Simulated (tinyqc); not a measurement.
# Changing the frequency f

Model: oxide trap near a transistor channel: two-state multiphonon kinetics, telegraph noise and bias instability. Computed by tinyqc, a small Python program. Command: `OMP_NUM_THREADS=1 python tinyqc.py 3014398 3014399 out.jsonl oxidetrap sweep`. One thread of a shared host (Intel(R) Xeon(R) Processor @ 2.30GHz), about 0.01 s of CPU time with the checks.

An n-channel device under positive gate bias. The trap is empty (state 1) or holds an electron (state 2); both states are parabolas of equal curvature, and the electron reservoir is taken at the Fermi level of the channel.

Inputs (values chosen for the exercise, with an insulator like SiO2 on silicon): insulator constant eps_ox = 3.75; insulator thickness t_ox = 3.7 nm; trap depth x from the interface = 1.8 nm; tunnel barrier phi_b = 3.14 eV; tunnelling mass m_ox = 0.46 m_0; trap level above E_F at zero field E_t = 1.3 eV; relaxation energy E_R = 2.5 eV; oxide field F = 6.3 MV/cm; attempt rate k_0 at the interface = 1e+11 1/s; temperature T = 350 K; channel width W = 17 nm; channel length L = 160 nm.

Parts treated: one trap and an ensemble.

Constants: hbar^2/(2 m_0) = 3.80998212 eV angstrom^2; k_B = 8.617333262e-05 eV/K; e = 1.602176634e-19 C; eps_0 = 8.8541878128e-12 F/m.

Method:
- kappa = sqrt(2 m_ox phi_b)/hbar = sqrt(m_ox phi_b/(hbar^2/2m_0)); attenuation length lambda = 1/(2 kappa); factor exp(-x/lambda) for a rectangular barrier.
- E_21 = E_t - e F x is the energy of state 2 over state 1; barriers E_c = (E_R + E_21)^2/(4 E_R), E_e = E_c - E_21; tau_c = exp(E_c/k_B T)/(k_0 P), tau_e = exp(E_e/k_B T)/(k_0 P), P the tunnelling factor; occupation f_2 = tau_e/(tau_c + tau_e); 1/tau_0 = 1/tau_c + 1/tau_e.
- Charge-sheet step dV = e (t_ox - x)/(eps_ox eps_0 W L); Lorentzian spectrum S(f) = 4 dV^2 tau_0^2/((tau_c + tau_e)(1 + (2 pi f tau_0)^2)); corner 1/(2 pi tau_0); variance dV^2 f_2 (1 - f_2) = dV^2 tau_0/(tau_c + tau_e).

One run for each value:
```
frequency f (Hz)  S(f) (V^2/Hz)  corner frequency (Hz)
1.00e-02             1.5791e-11             5.4067e-08
1.00e-01             1.5791e-13             5.4067e-08
1.00e+00             1.5791e-15             5.4067e-08
1.00e+01             1.5791e-17             5.4067e-08
1.00e+02             1.5791e-19             5.4067e-08
1.00e+03             1.5791e-21             5.4067e-08
1.00e+04             1.5791e-23             5.4067e-08
1.00e+05             1.5791e-25             5.4067e-08
1.00e+06             1.5791e-27             5.4067e-08
```

Over the rows, S(f) (V^2/Hz) falls from 1.58e-11 to 1.58e-27 (exponent d ln y / d ln x about -2.0 throughout). The exponent of S(f) stays at -2: the tail of a Lorentzian.

Caution (all rows): a field 1.5 times as high comes near the usual breakdown field of such an insulator. Caution (all rows): the field lowers the tunnel barrier appreciably over the trap depth, so the rectangular barrier understates the rate.
